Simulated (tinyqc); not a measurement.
# Spin coating of a resist or spin-on film: centrifugal thinning, evaporation and the final thickness (Emslie and Meyerhofer models), step by step

A worked calculation. Computed by tinyqc, a small Python program that keeps every step. Command: `OMP_NUM_THREADS=1 python tinyqc.py 3110625 3110626 out.jsonl spincoat walk`. One thread of a shared host (Intel(R) Xeon(R) Processor @ 2.30GHz), about 0.1 s of CPU time with the checks. Intermediate numbers are printed to about 7 digits and carried at full precision; extremes and crossings named in words are read from the listed rows.

A Newtonian film stays uniform over the wafer; solvent and solids have the same density and the concentration is uniform through the thickness.

Inputs (values chosen for the exercise, of the order of those of a polymer resist in an ester solvent):
```
quantity                                 value          unit
solids volume fraction c0                 0.06             -
kinematic viscosity of the solvent nu_s    1.3        mm^2/s
viscosity constant k                       400        mm^2/s
viscosity exponent gamma                   3.3             -
spin speed f                              1000           rpm
evaporation rate at 1000 rpm e0            0.2  micrometre/s
starting thickness h0                      700    micrometre
time t                                     1.7             s
wafer radius R                             100            mm
shrinkage in the bake                       11             %
```

## Rates

omega = 2 pi f/60; nu(c) = nu_s + k c^gamma; evaporation rate e = e0 sqrt(f/1000 rpm). Flow constant K = 2 omega^2/(3 nu(c0)); Reynolds number of the air omega R^2/nu_air with nu_air = 15 mm^2/s.

omega = 104.7198 1/s

nu(c0) = 1.337150 mm^2/s

evaporation rate e = 0.2 micrometre/s

flow constant K = 0.005467463 1/(micrometre^2 s)

Reynolds number of the air = 69813.17

## Thinning without evaporation

dh/dt = -K h^3 gives h = h0/sqrt(1 + 2 K h0^2 t); for long times h = 1/sqrt(2 K t).

h(t) without evaporation = 7.334049 micrometre

long-time form = 7.334451 micrometre

time 1/(2 K h0^2) = 1.866328e-04 s

The long-time form is within 0.0055 %: the starting thickness is forgotten.

## The two-stage estimate

Meyerhofer estimate: flow rules until (1 - c0) K h^3 = e, then evaporation alone: h_w = (e/((1 - c0) K))^(1/3), dry film c0 h_w.

wet thickness h_w = 3.388744 micrometre

dry film, estimate = 203.3246 nm

drying time (1 - c0) h_w/e = 15.92710 s

## First explicit step of the full model

Solids s and liquid l per area start at s = c0 h0, l = (1 - c0) h0. With h = h0 and c = c0: Q = K h^3, K = 2 omega^2/(3 nu); one Euler step of length dt = 0.01 h0/Q for s and l, ds/dt = -c Q, dl/dt = -(1 - c) Q - e.

Q = 1875340 micrometre/s

dt = 3.732657e-06 s

s = 41.58 micrometre

l = 651.4200 micrometre

Q/e at the start = 9376699

## The full model

Full model for solids s and liquid l per area, h = s + l, c = s/h: ds/dt = -c Q, dl/dt = -(1 - c) Q - e, Q = 2 omega^2 h^3/(3 nu(c)); integrated adaptively (relative tolerance 1e-9) until l = 0. Dry film = s at l = 0, before the bake; film after the bake = s x (1 - shrinkage).

time to dry = 19.31227 s

dry film = 205.5223 nm

film after the bake = 182.9149 nm

## Course in time

Times are fractions of the time to dry.

History:
```
fraction         t (s)  h (micrometre)          c  nu (mm^2/s)           Q/e    s (nm)
0.003     5.793680e-02        39.66131  0.0600117      1.33717  1.705491e+03  2380.144
0.010     1.931227e-01        21.73533  0.0600712      1.33730  2.806771e+02  1305.666
0.030     5.793680e-01        12.51659  0.0603709      1.33791  5.357549e+01   755.638
0.100     1.931227e+00         6.73004  0.0623139      1.34209  8.302447e+00   419.375
0.200     3.862453e+00         4.55921  0.0669298      1.35328  2.559849e+00   305.147
0.350     6.759294e+00         3.12501  0.0782179      1.38912  8.030649e-01   244.432
0.500     9.656134e+00         2.25575  0.0973928      1.48374  2.827825e-01   219.694
0.700     1.351859e+01         1.37516  0.1508828      2.07906  4.572284e-02   207.489
0.900     1.738104e+01         0.59181  0.3473068     13.50152  5.611904e-04   205.541
```

Q/e drops below 1 between t = 3.9 and 6.8 s, when c has risen from 0.06 to about 0.078; after that row the solids fall by a further 16 %. The full model gives 1.01 times the two-stage estimate.

## Spin curve

The formulas are those given above.

Dry film against speed:
```
f (rpm)  full model (nm)  estimate (nm)  time to dry (s)
500             290.6525       287.5445         38.62416
1000            205.5223       203.3246         19.31227
1500            167.8083       166.0139         12.87489
2000            145.3262       143.7722          9.65618
3000            118.6584       117.3895          6.43746
4000            102.7612       101.6623          4.82810
6000             83.9041        83.0069          3.21874
```

The full thickness goes as f^-0.500; the estimate as (e/omega^2)^(1/3) = f^(-1/2). The time to dry goes as f^-1.00. A thickness window of 1 % allows a speed error of about 2 %.

Checks made by the program: constant-viscosity run against c0 h0 exp(-int K h^2 dt) (relative difference 2e-05).
